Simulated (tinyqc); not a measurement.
From results back to parameters: tunnelling through a thin dielectric with one trap, as a tight-binding chain.

Problem. A resonance has full width Gamma_L + Gamma_R and peak height 4 Gamma_L Gamma_R/(Gamma_L + Gamma_R)^2. The values come from hidden widths.

full width = 0.600745 meV
peak height = 0.0731160

Find: larger and smaller width.

Solution. The widths are (W/2)(1 +/- sqrt(1 - peak)); which belongs to which lead the line shape cannot tell.

larger and smaller width (meV): 0.590  0.0112

Program tinyqc; command `OMP_NUM_THREADS=1 python tinyqc.py 1452872 1452873 out.jsonl`; about 0.1 s on one thread of a shared Intel(R) Xeon(R) Processor @ 2.30GHz.
